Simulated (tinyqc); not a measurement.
Configuration-coordinate model of a defect: Huang-Rhys factor and luminescence line shape: one step, computed by the program tinyqc. Command: `OMP_NUM_THREADS=1 python tinyqc.py 3026833 3026834 out.jsonl ccline walk`. One thread of a shared host (Intel(R) Xeon(R) Processor @ 2.30GHz), about 0.01 s of CPU time with the checks.

Ground state E_g(Q) = (1/2) omega_g^2 Q^2; excited state E_e(Q) = E_0 + (1/2) omega_e^2 (Q - dQ)^2 with omega_e = omega_g and E_0 = E_ZPL. Q is mass-weighted; the dipole does not depend on Q (Condon approximation).

Question. Emission lines at zero temperature. From the lowest excited level the line to ground level n lies at E_ZPL - n hbar omega_g with Franck-Condon weight exp(-S) S^n/n!; the emitted intensity carries a further factor E^3. S = S_g; up to eleven lines, of positive energy only, from n = max(0, integer part of S - 5).

Inputs (values chosen for the exercise, for a model defect in a wide-gap host): zero-phonon energy E_ZPL = 2.82 eV; ground-state phonon hbar omega_g = 52.8 meV.

Modes: equal frequencies in both states.

S_g = 1.668543

Give: Lines.

Answer.

Lines:
```
n   energy (eV)     weight  intensity / largest
0        2.8200  1.885e-01            6.343e-01
1        2.7672  3.146e-01            1.000e+00
2        2.7144  2.624e-01            7.874e-01
3        2.6616  1.460e-01            4.129e-01
4        2.6088  6.088e-02            1.622e-01
5        2.5560  2.032e-02            5.090e-02
6        2.5032  5.650e-03            1.330e-02
7        2.4504  1.347e-03            2.973e-03
8        2.3976  2.809e-04            5.808e-04
9        2.3448  5.208e-05            1.007e-04
10       2.2920  8.689e-06            1.570e-05
```

The weight peaks at n = 1 and the intensity at n = 1.
